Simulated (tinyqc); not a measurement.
# Thermophotovoltaic cell, detailed-balance limit: two studies

Every photon above the gap Eg makes one pair and none below is absorbed; carriers thermalise at T and move without loss. Jsc = q F Phi(Eg, Ts); the dark current is J0 = q ge Phi(Eg, T)/ERE with the Boltzmann factor exp(V/Vt). Photons below the gap return to the emitter with reflectance Rf, and the efficiency is the electrical power over the radiant power not returned (luminescence back to the emitter is not credited).

Inputs (values chosen for the exercise):
```
symbol,value,unit,meaning
T,280,K,cell temperature
Ts,1400,K,emitter temperature
F,0.62,,share of the hemisphere filled by the emitter
Rf,0.8,,reflectance for photons below the gap
ERE,0.1,,external radiative efficiency
ge,1,,number of faces that emit
Eg,0.53,eV,band gap
```

Constants: q = 1.602176634e-19 C, kB = 1.380649e-23 J/K, h = 6.62607015e-34 J s, c = 299792458 m/s, Vt = kB T/q. Results are converted to the units shown.

Each table varies one quantity; the others keep the values above.

## Effect of the band gap

Photon flux above E from a black body at temperature T into a hemisphere: Phi(E, T) = A sum_k exp(-k E/th)[E^2 th/k + 2 E th^2/k^2 + 2 th^3/k^3], k = 1, 2, ..., with th = kB T/q in eV and A = 2 pi q^3/(h^3 c^2). J(V) = Jsc - J0 (exp(V/Vt) - 1); Voc = Vt ln(1 + Jsc/J0); at maximum power v = Vmp/Vt solves (1 + v) exp(v) = 1 + Jsc/J0. Pin = F sigma Ts^4, sigma = 2 pi^5 kB^4/(15 h^3 c^2). Power above the gap: Pg = F A q sum_k exp(-k Eg/th)[Eg^3 a + 3 Eg^2 a^2 + 6 Eg a^3 + 6 a^4], a = th/k at Ts; power not returned Pab = Pin - Rf (Pin - Pg). FF = Vmp Jmp/(Voc Jsc).

Effect of the band gap:
```
Eg (eV),Jsc (mA/cm^2),Voc (V),Eg/q - Voc (V),FF,efficiency (%)
0.4,1.246e4,0.3032,0.09685,0.7356,32.58
0.55,5784,0.4201,0.1299,0.7882,31.75
0.7,2465,0.5383,0.1617,0.8224,24.81
0.85,987.6,0.6572,0.1928,0.8465,15.72
1,378.1,0.7764,0.2236,0.8645,8.324
1.15,139.8,0.8958,0.2542,0.8784,3.866
1.3,50.33,1.015,0.2847,0.8895,1.647
1.45,17.72,1.135,0.3151,0.8987,0.6635
1.6,6.127,1.255,0.3454,0.9063,0.2571
```

Read the table: what changes, and by how much?

As Eg goes from 0.4 to 1.6 eV, Jsc falls from 12500 to 6.13 mA/cm^2, Voc rises from 0.303 to 1.25 V and the efficiency falls from 32.6 to 0.257 %. For Eg = 0.4 to 0.55 eV Voc lies within 6 Vt of the gap, where the Boltzmann form of the emission begins to fail.

## Effect of the emitter temperature

Same model as above.

FF = Vmp Jmp/(Voc Jsc).

Result of one run:
```
Ts (K),Jsc (mA/cm^2),Voc (V),Eg/q - Voc (V),FF,efficiency (%)
1600,1.359e4,0.4224,0.1076,0.7890,36.02
```

What becomes of these results when the emitter temperature Ts is changed from 1600 to 1000 K, all else the same?

Result of the changed run:
```
Ts (K),Jsc (mA/cm^2),Voc (V),Eg/q - Voc (V),FF,efficiency (%)
1000,699.0,0.3508,0.1792,0.7602,17.54
```

The whole series:
```
Ts (K),Jsc (mA/cm^2),Voc (V),Eg/q - Voc (V),FF,efficiency (%)
1000,699.0,0.3508,0.1792,0.7602,17.54
1200,2492,0.3815,0.1485,0.7736,26.29
1400,6444,0.4044,0.1256,0.7825,32.28
1600,1.359e4,0.4224,0.1076,0.7890,36.02
1800,2.497e4,0.4371,0.09293,0.7940,38.23
2000,4.158e4,0.4494,0.08063,0.7980,39.42
```

As Ts goes from 1000 to 2000 K, Jsc rises from 699 to 41600 mA/cm^2, Voc rises from 0.351 to 0.449 V and the efficiency rises from 17.5 to 39.4 %. For Ts = 1400 to 2000 K Voc lies within 6 Vt of the gap, where the Boltzmann form of the emission begins to fail. For Ts = 1800 to 2000 K the current passes 20 A/cm^2, where series resistance and heating, left out here, would dominate.

tinyqc, about 0.01 s, one thread, Intel Xeon 2.30GHz (shared host): `OMP_NUM_THREADS=1 python tinyqc.py 2820037 2820038 out.jsonl`
